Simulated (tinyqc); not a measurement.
# Elastic strain and critical thickness of a cubic alloy layer A(1-x)B(x) on a thick substrate, step by step

A worked calculation. Computed by tinyqc, a small Python program that keeps every step. Command: `OMP_NUM_THREADS=1 python tinyqc.py 3006526 3006527 out.jsonl misfit walk`. One thread of a shared host (Intel(R) Xeon(R) Processor @ 2.30GHz), about 0.01 s of CPU time with the checks. Intermediate numbers are printed to about 6 digits and carried at full precision; extremes and crossings named in words are read from the listed rows.

Strain is positive in tension. The layer is coherent with the substrate unless said otherwise.

Inputs (values chosen for the exercise, modelled on GaAs(1-x)Sb(x) on GaAs): fraction x of B = 0.31; lattice constant a_A = 5.653 angstrom; lattice constant a_B = 6.096 angstrom; substrate lattice constant a_S = 5.653 angstrom; layer thickness h = 48 nm; biaxial modulus of the substrate M_S = 113 GPa; substrate thickness t_S = 625 micrometre; wafer diameter W = 300 mm; X-ray wavelength = 1.540593 angstrom; start of the iteration h0/b = 1000.

Growth plane: (001). Layer: uncapped. Misfit dislocation: 60-degree.

C11, C12, C44 of A (GPa): [120.8, 54.47, 60.44]

C11, C12, C44 of B (GPa): [89.96, 40.01, 42.67]

## Alloy by Vegard's rule, and misfit

a = (1 - x) a_A + x a_B, the same rule for each C_ij; misfit f = (a_S - a)/a, the in-plane strain of the coherent layer.

free lattice constant a = 5.79033 angstrom

elastic constants (GPa): C11 111.2396, C12 49.9874, C44 54.9313

misfit f = -0.0237171

The layer is compressed in the plane by 2.37 %.

## Biaxial strain, stress and energy

(001): D = 2 C12/C11, M = C11 + C12 - 2 C12^2/C11. The free surface carries no normal stress, so e_perp = -D f; dV/V = 2 f + e_perp; stress = M f; energy per area = M f^2 h (1 GPa nm = 1 J/m^2).

ratio D = 0.898734

normal strain e_perp = 0.0213154

volume strain dV/V = -0.0261189

biaxial modulus M = 116.302 GPa

in-plane stress = -2.75834 GPa

strain energy per area = 3.14016 J/m^2

Caution: above about 2 % misfit, linear elasticity is rough and compressed layers tend to form islands before dislocations.

## Symmetric X-ray reflection

Reflection 004: d = a_perp/sqrt(16), with a_perp = a (1 + e_perp) for the coherent layer, a for the relaxed layer and a_S for the substrate; sin(theta) = lambda/(2 d).

Bragg angles:
```
crystal         a_perp (angstrom)  theta (degrees)  from substrate (arcsec)
substrate                 5.65300          33.0283                     0.00
coherent layer            5.91375          31.4007                 -5859.29
relaxed layer             5.79033          32.1492                 -3164.69
```

peak separation of the coherent layer = -5859.29 arcsec

The coherent layer lies 1.85 times as far from the substrate peak as a relaxed one, about 1 + D = 1.90: reading its peak as relaxed would overstate the mismatch by that factor.

## Isotropic constants and the prefactor A

Voigt averages: G = (C11 - C12 + 3 C44)/5, B = (C11 + 2 C12)/3, nu = (3 B - 2 G)/(2 (3 B + G)); b = a/sqrt(2). The 60-degree dislocation has cos alpha = 1/2, and cos lambda = 1/2 on (001). Matthews-Blakeslee: h_c = A [ln(h_c/b) + 1], A = b (1 - nu cos^2 alpha)/(8 pi |f| (1 + nu) cos lambda), the factor 8 pi being that of an uncapped layer.

shear modulus G = 45.20922 GPa

Poisson ratio nu = 0.235540

Burgers vector b = 0.409438 nm

prefactor A = 1.04641 nm

## Critical thickness by fixed-point iteration

Start at h0, put the right side back in, and stop when the change is below 1e-9 h or h turns negative.

Iteration:
```
step  h in (nm)  h out (nm)   change (nm)
1       409.438     8.27476  -4.01163e+02
2         8.275     4.19211  -4.08265e+00
3         4.192     3.48054  -7.11566e-01
4         3.481     3.28590  -1.94649e-01
5         3.286     3.22568  -6.02203e-02
6         3.226     3.20632  -1.93554e-02
7         3.206     3.20002  -6.29781e-03
...         ...         ...           ...
14        3.197     3.19697  -2.52749e-06
15        3.197     3.19697  -8.27282e-07
16        3.197     3.19697  -2.70781e-07
17        3.197     3.19696  -8.86303e-08
18        3.197     3.19696  -2.90099e-08
19        3.197     3.19696  -9.49536e-09
20        3.197     3.19696  -3.10796e-09
```

critical thickness h_c (Matthews-Blakeslee) = 3.19696 nm

Converged; near the root each step shrinks the error by A/h_c = 0.327. h_c is 7.8 Burgers vectors.

## Equilibrium strain at the thickness h

For h > h_c the same force balance gives the strain left, |e| = |f| A [ln(h/b) + 1]/h, and below h_c e = f; relaxation = 1 - e/f; dislocations per length across each line direction = (|f| - |e|)/(b cos lambda).

strain left e = -0.00298030

relaxation = 87.4340 %

dislocation line density = 101.294 1/micrometre

h is 15.01 h_c: in equilibrium dislocations lie 9.87 nm apart; slow nucleation and glide can keep a real layer more strained.

## Wafer curvature of the coherent layer

Stoney: curvature = 6 |stress| h/(M_S t_S^2); radius = 1/curvature; bow = curvature W^2/8.

curvature = 0.0179971 1/m

radius of curvature = 55.5646 m

bow = 202.467 micrometre

Caution: the curvature assumes a coherent layer, but h exceeds h_c. Caution: a bow above a fifth of the wafer thickness is beyond Stoney's small-deflection limit.

## Force balance against energy balance

People-Bean: h_c = P ln(h_c/b), P = (1 - nu)/(1 + nu) b^2/(16 pi sqrt(2) a f^2). The misfit is scaled by 0.25, 0.4, 0.6, 1, 1.5, 2.2 at fixed a, b and nu; the upper root is taken, and rows with A < 1.3 b or P < 3 b, where the roots shrink to the core size or vanish, are left out.

Critical thickness:
```
|f| (%)  Matthews-Blakeslee (nm)  People-Bean (nm)    ratio
0.59293                  20.5825           511.015  24.8276
0.94869                  11.2940           168.561  14.9248
1.42303                   6.5897            62.588   9.4977
2.37171                   3.1970            16.581   5.1864
3.55757                   1.6842             4.971   2.9513
```

The exponents d ln h_c/d ln f are -1.28 and -2.36 between the first rows, steeper than the -1 and -2 of the prefactors because of the logarithm. The ratio falls from 24.8 to 2.95 as the misfit grows. Where People-Bean lies above, a layer between the lines is metastable: dislocations would lower the energy but have to be nucleated. Above about 2 % misfit islands may come first.

Checks made by the program: D and M against the full stiffness tensor (relative difference below 1e-10); h_c against the Lambert function, -A W_(-1)(-b/(A e)) (relative difference 5e-10).
